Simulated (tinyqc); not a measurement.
Inversion-layer mobility, back-scattering and ballistic limit of a field-effect transistor: one step, computed by the program tinyqc.

The charge at the top of the source barrier is fixed by the gate; series resistance and short-channel effects are left out. F_j are Fermi integrals normalised to exp(eta) in the classical limit.

Question. Effective mobility. mu_phonon = mu_ph (E_eff/1 MV/cm)^(-0.3) (T/300 K)^(-1.75); mu_rough = mu_sr (E_eff/1 MV/cm)^(-2); mu_Coulomb = mu_C (N_inv/1e12 cm^-2) (T/300 K); Matthiessen's rule adds 1/mu.

Inputs (values chosen for the exercise, modelled on a silicon p-channel): phonon mobility at 1 MV/cm and 300 K, mu_ph = 110 cm^2/(V s); roughness mobility at 1 MV/cm, mu_sr = 160 cm^2/(V s); Coulomb mobility at N_inv = 1e12/cm^2, mu_C = 240 cm^2/(V s); temperature T = 300 K.

Statistics at the top of the barrier: Fermi-Dirac.

inversion density N_inv = 1.731918e+12 1/cm^2

effective field E_eff = 0.2902534 MV/cm

Give: phonon part; roughness part; Coulomb part; effective mobility mu.

Answer.

phonon part = 159.43 cm^2/(V s)

roughness part = 1899.2 cm^2/(V s)

Coulomb part = 415.66 cm^2/(V s)

effective mobility mu = 108.64 cm^2/(V s)

The phonon part is the lowest and holds 68 % of 1/mu.
